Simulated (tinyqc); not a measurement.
Double-gate transistor, scale length and short-channel effects: one step of the calculation.

A body of thickness ts between two insulators of thickness ti and two tied gates. Below threshold the potential that source and drain add obeys Laplace's equation and vanishes on the gate. Its lowest mode decays along the channel as exp(-k y); k is the smallest positive root of the matching condition at the interface, and the scale length is Lambda = pi/k.

Problem. Scale length against simple estimates. Lambda = pi/k and l = 1/k. A parabolic potential across the structure gives l(parabolic) = sqrt((eps_r/(2 ei)) ts ti (1 + ei ts/(4 eps_r ti))).

Values chosen for this exercise; permittivities: semiconductor made up, insulator close to that of silicon nitride:
- eps_r = 14.7 (relative permittivity of the semiconductor)
- ei = 7.37 (relative permittivity of the insulator)
- ti = 2.7 nm (insulator thickness)
- ts = 6.8 nm (body thickness)

k = 0.20258575 1/nm

Give: Lambda; l; l(parabolic).

Solution.

Lambda = 15.507 nm
l = 4.9362 nm
l(parabolic) = 4.9082 nm

Program tinyqc, `OMP_NUM_THREADS=1 python tinyqc.py 2420008 2420009 out.jsonl`; Intel Xeon 2.30GHz, shared host, one thread, about 0.01 s.
